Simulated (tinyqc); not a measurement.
Abrupt p-n junction, non-linear Poisson equation by Newton steps: two steps of the calculation.

One dimension, p side on the left, n side on the right; net doping C = -Na for x < 0 and +Nd for x > 0. The potential psi is counted from the intrinsic level, and the quasi-Fermi potentials are flat: 0 for holes and -V for electrons, so n = ni exp((psi + V)/Vt) and p = ni exp(-psi/Vt) (Boltzmann statistics, full ionisation, no current). Under reverse bias this makes the minority densities vanishingly small everywhere; they play no part in the charge.

Parameters, values chosen for the exercise: temperature T = 350 K; bias of the p side against the n side V = -2.6 V.

Constants: q = 1.602176634e-19 C, kB = 1.380649e-23 J/K, Vt = kB T/q. Results are converted to the units shown.

Question 1. Newton step. Solve the tridiagonal system a_(i-1) d_(i-1) + b_i d_i + a_i d_(i+1) = -F_i for nodes 1 to 10, with d = 0 on fixed nodes. Each component d is damped to sign(d) Vt ln(1 + |d|/Vt) before it is added.

coupling a_i, interval 0 to 10 (F/cm^2): 8.2946295e-9  2.6311973e-8  8.3630260e-8  2.6436675e-7  8.3881779e-7  2.6562563e-6  2.2861223e-6  1.9503980e-6  1.6903449e-6  1.4679311e-6  1.2535142e-6

```
node  diagonal b (F/cm^2)  residual F (C/cm^2)
1           -3.4607042e-8        -2.6310240e-8
2           -1.0994223e-7         1.4830331e-9
3           -3.4800260e-7         2.9005399e-9
4           -1.1905892e-6        -1.2138513e-9
5           -4.4585488e-6        -3.1592159e-8
6           -6.4439579e-6        -1.6898601e-8
7           -6.9144440e-6         1.5461116e-9
8           -7.3070020e-6        9.0287220e-10
9           -7.6120776e-6        7.5471154e-11
10          -7.9648411e-6        3.9785545e-12
```

psi after iteration 1, node 0 to 11 (V): -0.5236402  -0.0551773  1.8932127  2.8015969  3.1275986  3.2347950  3.2679673  3.2807477  3.2856869  3.2872723  3.2876672  3.2877570

Wanted: Newton step d, before damping; psi after iteration 2.

Answer 1.

Newton step d, before damping, node 1 to 10 (V): -0.9791  -0.2878  -0.0880  -0.0358  -0.0216  -0.0131  -0.0044  -0.0011  -0.0002  0.0000
psi after iteration 2, node 0 to 11 (V): -0.524  -0.161  1.822  2.760  3.104  3.218  3.257  3.277  3.285  3.287  3.288  3.288

Question 2. Densities, residual and Jacobian diagonal. n_i = ni exp((psi_i + V)/Vt), p_i = ni exp(-psi_i/Vt), rho_i = p_i - n_i + C_i, g_i = (n_i + p_i)/Vt. Box widths w_i = (h_(i-1) + h_i)/2 in cm. Residual F_i = a_i (psi_(i+1) - psi_i) - a_(i-1) (psi_i - psi_(i-1)) + q rho_i w_i; Jacobian: a_(i-1) and a_i beside the diagonal, b_i = -a_(i-1) - a_i - q g_i w_i on it. The two end nodes are fixed.

```
node  x (nm)  psi after iteration 2 (V)  net doping C (cm^-3)
0      -1960                 -0.5236402               -5.2e15
1       -615                 -0.1610531               -5.2e15
2       -191                  1.8221743               -5.2e15
3      -57.6                  2.7604061               -5.2e15
4      -15.4                  3.1039946               -5.2e15
5       -2.1                  3.2184867               -5.2e15
6        2.1                  3.2570817                1.2e18
7       6.98                  3.2766186                1.2e18
8       12.7                  3.2845924                1.2e18
9       19.3                  3.2870271                1.2e18
10      26.9                  3.2876224                1.2e18
11      35.8                  3.2877570                1.2e18
```

coupling a_i, interval 0 to 10 (F/cm^2): 8.2946295e-9  2.6311973e-8  8.3630260e-8  2.6436675e-7  8.3881779e-7  2.6562563e-6  2.2861223e-6  1.9503980e-6  1.6903449e-6  1.4679311e-6  1.2535142e-6
ni = 1.4993975e8 cm^-3

Find: n; p; residual F; diagonal b.

Answer 2.

```
node  n (cm^-3)  p (cm^-3)
0     1.576e-37   5.200e15
1     2.621e-32   3.126e10
2      9.456e-4  8.665e-19
3      3.060e10  2.678e-32
4      2.711e15  3.022e-37
5      1.207e17  6.788e-39
6      4.340e17  1.888e-39
7      8.295e17  9.878e-40
8      1.080e18  7.583e-40
9      1.171e18  6.995e-40
10     1.195e18  6.859e-40
11     1.200e18  6.828e-40
```

```
node  residual F (1e-8 C/cm^2)  diagonal b (F/cm^2)
1                       -2.451            -3.462e-8
2                        0.306            -1.099e-7
3                        0.505            -3.480e-7
4                        0.169            -1.143e-6
5                       -1.117            -4.056e-6
6                       -0.214            -5.989e-6
7                        0.235            -6.572e-6
8                        0.036            -7.176e-6
9                        0.002            -7.576e-6
10                       0.000            -7.957e-6
```

Numbers from tinyqc (`OMP_NUM_THREADS=1 python tinyqc.py 2000126 2000127 out.jsonl`; about 0.02 s on one thread of a shared Intel Xeon 2.30GHz).
